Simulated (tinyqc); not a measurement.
Carrier lifetime of a p-type layer with SRH, radiative, Auger and surface recombination: one step of the calculation.

Uniform excess density dn = dp (no trapping), n = n0 + dn, p = p0 + dn, Boltzmann statistics, full ionisation. Surfaces enter as a rate 2 S dn/d, which holds while diffusion to them is fast.

Question. Lifetime, shares and quasi-Fermi splitting. With e = n p - ni^2 = dn (n0 + p0 + dn): U_SRH = e/(tp0 (n + n1) + tn0 (p + p1)), U_rad = B e, U_Aug = (Cn n + Cp p) e, U_s = 2 S dn/d. tau = dn/U, shares of U, splitting Vt ln(n p/ni^2), radiative efficiency U_rad/U.

Values chosen for this exercise; band and dielectric values close to those of gallium nitride:
- T = 400 K (temperature)
- B = 1.11e-10 cm^3/s (radiative coefficient)
- Cn = 4.9e-31 cm^6/s (Auger coefficient (two electrons))
- Cp = 6.6e-32 cm^6/s (Auger coefficient (two holes))
- S = 2 cm/s (surface recombination velocity (both faces))
- d = 200 um (sample thickness)

Constants: q = 1.602176634e-19 C, kB = 1.380649e-23 J/K, Vt = kB T/q. Results are converted to the units shown.

converged dn = 2.1947483e14 cm^-3
ni = 0.0039725549 cm^-3
n0 = 3.8490714e-23 cm^-3
p0 = 4.1e17 cm^-3
n1 = 1.3507822e12 cm^-3
p1 = 1.1683004e-17 cm^-3
tn0 = 5.6818182e-5 s
tp0 = 9.0909091e-6 s

Wanted: tau; shares; quasi-Fermi splitting.

Answer.

tau = 2.1947e-8 s
shares (%): SRH 0.039, radiative 99.936, Auger 0.024, surface 0.000
quasi-Fermi splitting = 2.9173 V

Radiative recombination takes the largest share. dn is 5.4e-4 times the doping: low injection.

Program tinyqc, `OMP_NUM_THREADS=1 python tinyqc.py 2300122 2300123 out.jsonl`; Intel Xeon 2.30GHz, shared host, one thread, about 0.01 s.
